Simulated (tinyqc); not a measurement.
# Frequency dispersion of an accumulation capacitance by border traps, distributed model: effects of single changes

Traps spread evenly through the insulator exchange electrons with the semiconductor by tunnelling, with tau(x) = t0 exp(2 ka x) at depth x from the interface. The admittance per area Y seen at depth x obeys dY/dx = -Y^2/(i w eps0 eox) + q Nb ln(1 + i w tau)/tau, with Y(0) = i w Cs and w = 2 pi f; the gate sees Y(tox) = G + i w C. Working variable y = Y/(i w), in uF/cm^2. Cox = eps0 eox/tox.

Parameters, values chosen for the exercise; permittivity close to that of zirconium oxide:
- eox = 22.1 (relative permittivity of the insulator)
- tox = 6.4 nm (insulator thickness)
- Cs = 0.75 uF/cm^2 (semiconductor capacitance in accumulation)
- Nb = 3.1e18 cm^-3 eV^-1 (density of border traps)
- ka = 5.4 1/nm (decay constant of the wave function in the insulator)
- t0 = 7e-9 s (time constant of a trap at the interface)
- f = 1000 Hz (frequency)

Constants: q = 1.602176634e-19 C, eps0 = 8.8541878128e-14 F/cm where lengths are in cm. Results are converted to the units shown.

Each table varies one quantity; the others keep the values above.

## Capacitance and loss against frequency

Cox; trap-free value 1/(1/Cox + 1/Cs); response depth d = ln(1/(w t0))/(2 ka), where w tau = 1; lumped estimate: all traps within d act as C_bt = q Nb d placed at d/2, so C = 1/{1/[1/(1/Cs + d/(2 eps0 eox)) + C_bt] + (tox - d/2)/(eps0 eox)}. C and G from a fine integration; dispersion -d C/d log10 f over C, from f times and over 1.1. For a broad spread of time constants G/w is close to -(pi/2) dC/d ln w.

The same in every row: trap-free C (uF/cm^2) = 0.6023.

Result of one run:
```
f (Hz)  d (nm)  C (uF/cm^2)  G/w (uF/cm^2)  dispersion (% a decade)  -(pi/2) dC/d ln w (uF/cm^2)  lumped C (uF/cm^2)
1e6     0.2893       0.6146       0.004687                    1.132                     0.004748              0.6116
```

What becomes of these results when the frequency f is changed from 1e6 to 10000 Hz, all else the same?

Result of the changed run:
```
f (Hz)  d (nm)  C (uF/cm^2)  G/w (uF/cm^2)  dispersion (% a decade)  -(pi/2) dC/d ln w (uF/cm^2)  lumped C (uF/cm^2)
10000   0.7157       0.6287       0.004861                    1.133                     0.004861              0.6256
```

The whole series:
```
f (Hz)   d (nm)  C (uF/cm^2)  G/w (uF/cm^2)  dispersion (% a decade)  -(pi/2) dC/d ln w (uF/cm^2)  lumped C (uF/cm^2)
10        1.355       0.6505       0.005042                    1.136                     0.005041              0.6472
100       1.142       0.6432       0.004980                    1.135                     0.004979              0.6399
1000     0.9289       0.6359       0.004920                    1.134                     0.004919              0.6327
10000    0.7157       0.6287       0.004861                    1.133                     0.004861              0.6256
1e5      0.5025       0.6216       0.004799                    1.133                     0.004805              0.6186
1e6      0.2893       0.6146       0.004687                    1.132                     0.004748              0.6116
1e7     0.07605       0.6078       0.004073                    1.069                     0.004433              0.6047
```

C falls from 0.6505 to 0.6078 uF/cm^2, towards the trap-free 0.6023; each decade of frequency removes ln 10/(2 ka) = 0.213 nm from the response depth. The dispersion falls from 1.14 to 1.07 % a decade and G/w falls from 0.00504 to 0.00407 uF/cm^2. G/w lies between 0.919 and 1.00 times -(pi/2) dC/d ln w, the relation for a broad spread of time constants.

## Effect of the density of border traps

Same model as above.

The same in every row: d (nm) = 0.9289; trap-free C (uF/cm^2) = 0.6023.

Effect of the density of border traps:
```
Nb (cm^-3 eV^-1)  C (uF/cm^2)  G/w (uF/cm^2)  dispersion (% a decade)  -(pi/2) dC/d ln w (uF/cm^2)  lumped C (uF/cm^2)
1e18                   0.6132       0.001611                   0.3851                     0.001611              0.6122
2e18                   0.6241       0.003199                   0.7514                     0.003199              0.6220
6e18                   0.6667       0.009328                    2.051                     0.009328              0.6606
1e19                   0.7080        0.01512                    3.130                      0.01512              0.6981
3e19                   0.8979        0.03969                    6.477                      0.03967              0.8708
7e19                    1.209        0.07290                    8.824                      0.07277               1.155
2e20                    1.846         0.1140                    8.997                       0.1133               1.746
4e20                    2.336         0.1216                    7.553                       0.1204               2.208
```

Read the table: what changes, and by how much?

As Nb goes from 1e18 to 4e20, C rises from 0.613 to 2.34 uF/cm^2, the dispersion goes from 0.385 through a maximum of 9.00 (at Nb = 2e20 among the rows listed) to 7.55 % a decade and G/w rises from 0.00161 to 0.122 uF/cm^2. The lumped estimate is 0.17 % below C in the first row and 5.5 % below it in the last. The dispersion goes as Nb^(0.96) between the first two rows and Nb^(-0.25) between the last two: dense traps near the interface screen those behind them.

Program tinyqc, `OMP_NUM_THREADS=1 python tinyqc.py 2202154 2202155 out.jsonl`; Intel Xeon 2.30GHz, shared host, one thread, about 0.4 s.
